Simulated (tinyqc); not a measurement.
Kinetic Monte Carlo and master equation for a particle on a ring of sites with traps and bias: one step, computed by the program tinyqc. Command: `OMP_NUM_THREADS=1 python tinyqc.py 3016373 3016374 out.jsonl kmc walk`. One thread of a shared host (Intel(R) Xeon(R) Processor @ 2.30GHz), about 0.07 s of CPU time with the checks.

5 sites on a ring, numbered 1 to 5. The saddle between i and i+1 lies at E0 + s b_i and site i at s eps_i; a force F tilts the landscape, with the saddle half-way.

Question. Steady state. Master equation dP/dt = W P, W_(i+1,i) = k right, W_(i-1,i) = k left, columns summing to zero. The steady state is its null vector; drift v = a sum P_i (k right - k left). D = a^2 lambda''(0)/2, where lambda(q) is the leading eigenvalue of W with right hops weighted by exp(q) and left hops by exp(-q). The slowest relaxation rate is minus the real part of the next eigenvalue of W. 1 angstrom = 1e-8 cm.

Inputs (values chosen for the exercise, for a model defect): temperature T = 390 K; site spacing a = 2.5 angstrom.

Disorder: both.

Rates, shares of right hops and mean stays:
```
site  k right (1/s)  k left (1/s)  share right  mean stay (s)
1      3.641342e+07       6678493    0.8450175   2.320621e-08
2      3.368688e+06       5109471    0.3973372   1.179501e-07
3      3.575245e+06        166835    0.9554165   2.672310e-07
4      5.263788e+06       1087440    0.8287827   1.574498e-07
5      3.909069e+06        407345    0.9056288   2.316738e-07
```

Constants: k_B = 8.617333262e-05 eV/K.

Give: occupations P_i; drift velocity v; diffusivity D; slowest relaxation rate.

Answer.

occupations P_i: 0.0538  0.2362  0.2606  0.1649  0.2844

drift velocity v = 0.09404 cm/s

diffusivity D = 1.966e-09 cm^2/s

slowest relaxation rate = 4.233e+06 1/s
